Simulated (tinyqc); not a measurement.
Worked calculation: Hueckel theory of the pi electrons with the omega technique, for the molecule C=CC(C=O)=CC=CCl (SMILES; centres numbered as the heavy atoms are written). Computed by tinyqc, a small Python program that keeps every step. Settings: charge = 0, omega = 0.6, damping = 0.3. Command: `OMP_NUM_THREADS=1 python tinyqc.py 23498 23499 out.jsonl` (the two numbers bound the seeds that draw the settings). One thread of a shared host (Intel(R) Xeon(R) Processor @ 2.60GHz), about 0.01 s of CPU time with the checks.

## The Hueckel matrix

Centres:
```
centre  z_r, pi electrons of the neutral centre       h
1C                                            1  0.0000
2C                                            1  0.0000
3C                                            1  0.0000
4C                                            1  0.0000
5O                                            1  1.0000
6C                                            1  0.0000
7C                                            1  0.0000
8C                                            1  0.0000
9Cl                                           2  2.0000
```

Bonds:
```
i  j       k
1  2       1
2  3       1
3  4       1
4  5       1
3  6       1
6  7       1
7  8       1
8  9  0.4000
```

H_rr = alpha + h_r beta, H_rs = k_rs beta for bonded centres.

Hueckel matrix in units of beta (H = alpha + beta A), lower triangle:
```
         1C      2C      3C      4C      5O      6C      7C      8C
1C   0.0000
2C   1.0000  0.0000
3C   0.0000  1.0000  0.0000
4C   0.0000  0.0000  1.0000  0.0000
5O   0.0000  0.0000  0.0000  1.0000  1.0000
6C   0.0000  0.0000  1.0000  0.0000  0.0000  0.0000
7C   0.0000  0.0000  0.0000  0.0000  0.0000  1.0000  0.0000
8C   0.0000  0.0000  0.0000  0.0000  0.0000  0.0000  1.0000  0.0000
9Cl  0.0000  0.0000  0.0000  0.0000  0.0000  0.0000  0.0000  0.4000

        9Cl
9Cl  2.0000
```

## Orbitals, round 1

pi electrons, sum of z_r less the charge = 10

Diagonalise; E = alpha + x beta with beta < 0, so the largest x are filled first; degenerate levels share their electrons. P = sum n_i c_ri c_si; each orbital has its largest coefficient positive (the first on a tie).

x values: 2.1458  2.0646  1.4981  1.2038  0.4939  -0.2475  -0.8400  -1.3120  -2.0068

occupations: 2.0000  2.0000  2.0000  2.0000  2.0000  0.0000  0.0000  0.0000  0.0000

coefficients:
```
        MO1      MO2      MO3      MO4      MO5      MO6      MO7      MO8
1C   0.1071  -0.1187  -0.1338   0.4345   0.5345  -0.2434   0.5588  -0.2680
2C   0.2299  -0.2450  -0.2005   0.5231   0.2640   0.0602  -0.4693   0.3516
3C   0.3862  -0.3872  -0.1665   0.1952  -0.4041   0.2285  -0.1645  -0.1933
4C   0.3033  -0.3441   0.3269  -0.0527  -0.1636   0.4124   0.5550   0.2198
5O   0.2647  -0.3232   0.6563  -0.2586   0.3233  -0.3306  -0.3017  -0.0951
6C   0.2954  -0.2103  -0.3759  -0.2354  -0.3000  -0.5292   0.0525  -0.3177
7C   0.2478  -0.0469  -0.3966  -0.4786   0.2559  -0.0976   0.1204   0.6102
8C   0.2363   0.1134  -0.2183  -0.3407   0.4264   0.5534  -0.1537  -0.4829
9Cl  0.6481   0.7027   0.1740   0.1712  -0.1132  -0.0985   0.0216   0.0583

         MO9
1C    0.1969
2C   -0.3951
3C    0.5960
4C   -0.3560
5O    0.1184
6C   -0.4450
7C    0.2970
8C   -0.1510
9Cl   0.0151
```

charge and bond-order matrix P, lower triangle:
```
          1C       2C       3C       4C       5O       6C       7C      8C
1C    1.0359
2C    0.8978   0.9928
3C   -0.0431   0.4249   1.0562
4C   -0.1615   0.0355   0.5035   0.6936
5O    0.0786  -0.0829  -0.1260   0.7336   1.5533
6C   -0.3115  -0.0151   0.6667   0.2011  -0.2733   0.8364
7C    0.0280  -0.0696  -0.0338  -0.1100   0.0539   0.5361   1.0309
8C    0.2418   0.0093  -0.3102  -0.1811   0.2171   0.1606   0.8239  0.8284
9Cl  -0.0468   0.0031   0.0567   0.0423  -0.0445  -0.0560  -0.1046  0.1765

        9Cl
9Cl  1.9724
```

## Omega technique, round 1

h_r = h_r(0) + omega q_r, omega = 0.6, with q_r = z_r - P_rr; 0.3 of the old diagonal is kept.

matrix after round 1, lower triangle:
```
          1C      2C       3C      4C      5O      6C       7C      8C
1C   -0.0151
2C    1.0000  0.0030
3C    0.0000  1.0000  -0.0236
4C    0.0000  0.0000   1.0000  0.1287
5O    0.0000  0.0000   0.0000  1.0000  0.7676
6C    0.0000  0.0000   1.0000  0.0000  0.0000  0.0687
7C    0.0000  0.0000   0.0000  0.0000  0.0000  1.0000  -0.0130
8C    0.0000  0.0000   0.0000  0.0000  0.0000  0.0000   1.0000  0.0721
9Cl   0.0000  0.0000   0.0000  0.0000  0.0000  0.0000   0.0000  0.4000

        9Cl
9Cl  2.0116
```

## Orbitals, round 2

As before.

x values: 2.1561  2.0650  1.4373  1.1880  0.4831  -0.2205  -0.8280  -1.2916  -1.9893

occupations: 2.0000  2.0000  2.0000  2.0000  2.0000  0.0000  0.0000  0.0000  0.0000

coefficients:
```
        MO1      MO2      MO3      MO4      MO5      MO6      MO7      MO8
1C   0.0950  -0.1332  -0.0660   0.4637   0.5030  -0.2723   0.5533  -0.2801
2C   0.2062  -0.2770  -0.0958   0.5579   0.2506   0.0559  -0.4498   0.3576
3C   0.3489  -0.4380  -0.0715   0.1973  -0.3827   0.2598  -0.1796  -0.1828
4C   0.2669  -0.3757   0.3868  -0.1495  -0.0989   0.3919   0.5443   0.1956
5O   0.1922  -0.2896   0.5776  -0.3557   0.3476  -0.3966  -0.3411  -0.0950
6C   0.2874  -0.2620  -0.3954  -0.1693  -0.3456  -0.4989   0.0499  -0.3213
7C   0.2510  -0.0852  -0.4696  -0.3868   0.2395  -0.1155   0.1348   0.6199
8C   0.2571   0.0851  -0.2857  -0.2952   0.4644   0.5229  -0.1598  -0.4713
9Cl  0.7119   0.6368   0.1990   0.1434  -0.1215  -0.0937   0.0225   0.0571

         MO9
1C    0.2053
2C   -0.4054
3C    0.6024
4C   -0.3432
5O    0.1245
6C   -0.4355
7C    0.2939
8C   -0.1454
9Cl   0.0145
```

charge and bond-order matrix P, lower triangle:
```
          1C       2C       3C       4C       5O       6C       7C      8C
1C    0.9982
2C    0.8950   1.0048
3C   -0.0096   0.4285   1.0081
4C   -0.1384   0.0277   0.4768   0.7884
5O    0.0572  -0.0937  -0.1011   0.8047   1.4037
6C   -0.3281  -0.0226   0.6843   0.1635  -0.3143   0.9113
7C    0.0145  -0.0708  -0.0190  -0.0970   0.0450   0.5257   0.9956
8C    0.2572   0.0170  -0.3262  -0.1513   0.2524   0.1081   0.8337  0.9155
9Cl  -0.0499   0.0017   0.0601   0.0366  -0.0517  -0.0464  -0.1070  0.1632

        9Cl
9Cl  1.9745
```

## Omega technique, round 2

As before.

matrix after round 2, lower triangle:
```
          1C       2C       3C      4C      5O      6C       7C      8C
1C   -0.0038
2C    1.0000  -0.0011
3C    0.0000   1.0000  -0.0105
4C    0.0000   0.0000   1.0000  0.1275
5O    0.0000   0.0000   0.0000  1.0000  0.7607
6C    0.0000   0.0000   1.0000  0.0000  0.0000  0.0578
7C    0.0000   0.0000   0.0000  0.0000  0.0000  1.0000  -0.0020
8C    0.0000   0.0000   0.0000  0.0000  0.0000  0.0000   1.0000  0.0571
9Cl   0.0000   0.0000   0.0000  0.0000  0.0000  0.0000   0.0000  0.4000

        9Cl
9Cl  2.0142
```

## Convergence

Each round sets h_r = h_r(0) + omega (z_r - P_rr), keeping the share named as damping of the old diagonal; repeat until output and input diagonals agree to 1e-6.

Rounds:
```
round  sum n x  largest |h(out) - h(in)|
1      14.8125                  3.32e-01
2      14.6588                  2.14e-02
3      14.6615                  4.45e-03
4      14.6610                  7.95e-04
5      14.6614                  1.72e-04
6      14.6614                  3.67e-05
7      14.6614                  8.75e-06
8      14.6614                  2.46e-06
9      14.6614                  7.30e-07
```

Converged in 9 rounds.

## Energy, charges, bond orders

final x values: 2.1581  2.0672  1.4337  1.1887  0.4830  -0.2264  -0.8272  -1.2907  -1.9863

occupations: 2.0000  2.0000  2.0000  2.0000  2.0000  0.0000  0.0000  0.0000  0.0000

final P, lower triangle:
```
          1C       2C       3C       4C       5O       6C       7C      8C
1C    1.0093
2C    0.8952   0.9992
3C   -0.0155   0.4284   1.0177
4C   -0.1403   0.0271   0.4784   0.7899
5O    0.0611  -0.0937  -0.1049   0.8048   1.4034
6C   -0.3266  -0.0194   0.6830   0.1611  -0.3133   0.9014
7C    0.0173  -0.0708  -0.0222  -0.0979   0.0470   0.5267   1.0045
8C    0.2558   0.0142  -0.3249  -0.1489   0.2512   0.1135   0.8328  0.9004
9Cl  -0.0495   0.0022   0.0597   0.0360  -0.0513  -0.0472  -0.1066  0.1651

        9Cl
9Cl  1.9743
```

E = sum n x; q_r = z_r - P_rr; bond order p = P_rs; free valence = sqrt(3) - sum of p over the bonds of the atom.

pi energy = 10 alpha + this times beta = 14.6614

pi charges: 1C -0.0093, 2C 0.0008, 3C -0.0177, 4C 0.2101, 5O -0.4034, 6C 0.0986, 7C -0.0045, 8C 0.0996, 9Cl 0.0257

Bond orders and lengths from R = 1.517 - 0.180 p (angstrom, C-C alone):
```
bond       p       R
1-2   0.8952  1.3559
2-3   0.4284  1.4399
3-4   0.4784  1.4309
4-5   0.8048       -
3-6   0.6830  1.3941
6-7   0.5267  1.4222
7-8   0.8328  1.3671
8-9   0.1651       -
```

free valence of the carbons: 1C 0.8368, 2C 0.4085, 3C 0.1423, 4C 0.4489, 6C 0.5223, 7C 0.3725, 8C 0.7341

gap between the highest filled and the next level = 0.7094 |beta|
